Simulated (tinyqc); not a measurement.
Thinning the body: Gamma, L and X subbands of a thin body with non-parabolic valleys.

Hard walls, flat band, c = hbar^2/2m0, energies from the bulk Gamma edge. For a valley at angle theta to the normal 1/m_z = cos^2/ml + sin^2/mt and m_d = sqrt(ml mt^2/m_z). Subband n starts at E_v + e with e (1 + a e) = c (n pi/t)^2/m_z, and its density-of-states mass is taken as m_d (1 + 2 a e), without further growth at higher in-plane energy. Groups are named by valley and degeneracy.

n_i = g m/(2 pi c) kB T ln(1 + exp((EF - E_i)/kB T)), sum n_i = Ns (1e12/cm^2 = 1e-4/angstrom^2), c = hbar^2/2m0. Quantum capacitance Cq = 1602.176634 sum g m/(2 pi c) f_i in microfarad/cm^2 with f_i = 1/(1 + exp((E_i - EF)/kB T)); Cox = 34.5313/eot (one gate); C/Cox = Cq/(Cq + Cox), the centroid term left out.

Constants: hbar^2/2m0 = 3.80998211 eV angstrom^2; kB = 8.617333262e-05 eV/K.

Values chosen for the exercise (near those of a thin GaAs channel; shifted at random, so the results belong to these values and not to a real crystal):
```
symbol  value                          unit         meaning
face    110                                         surface
mG      0.0675                         m0           Gamma mass
aG      0.58                           1/eV         Gamma non-parabolicity
EL      0.297                          eV           L edge above Gamma
mL      (1.958, 0.073)                 m0           L valleys (four, along <111>): ml, mt
EX      0.506                          eV           X edge above Gamma
mX      (1.268, 0.236)                 m0           X valleys (three, along <100>): ml, mt
aS      0.38                           1/eV         non-parabolicity of L and X
Ns      8.7                            x 1e12/cm^2  sheet density
T       300                            K            temperature
eot     9                              angstrom     equivalent oxide thickness
ts      (18, 24, 30, 40, 55, 75, 110)  angstrom     thicknesses
```

Lowest edge of each valley type, the lowest group, the Gamma share and C/Cox, with n = 1 to 8 of all groups.

Results:
```
t (angstrom)  Gamma (eV)  L (eV)  X (eV)  lowest  Gamma share (%)  C/Cox
18                 1.063   0.778   0.771      X2              0.0  0.917
24                 0.691   0.586   0.661      L2              0.6  0.899
30                 0.483   0.488   0.607      G1             17.8  0.891
40                 0.297   0.408   0.564      G1             50.7  0.864
55                 0.168   0.357   0.537      G1             68.9  0.830
75                 0.094   0.329   0.523      G1             78.1  0.816
110                0.045   0.312   0.514      G1             94.2  0.772
```

From 110 down to 18 angstrom Gamma rises by 1.02 eV, L by 0.47 and X by 0.26 eV, the light Gamma mass moving most. The lowest group changes from G1 to L2 between 30 and 24 angstrom. The lowest group changes from L2 to X2 between 24 and 18 angstrom. The Gamma share goes from 94 % to 0 %. C/Cox is 0.77 and 0.92 at the ends and lies between 0.77 and 0.92. Hard walls overstate the rise in the thinnest rows.

Computed by tinyqc, a small Python program: `OMP_NUM_THREADS=1 python tinyqc.py 1282318 1282319 out.jsonl` (the numbers bound the seed that draws the inputs); one thread of a shared host (Intel(R) Xeon(R) Processor @ 2.30GHz), about 0.04 s for the whole set of steps.
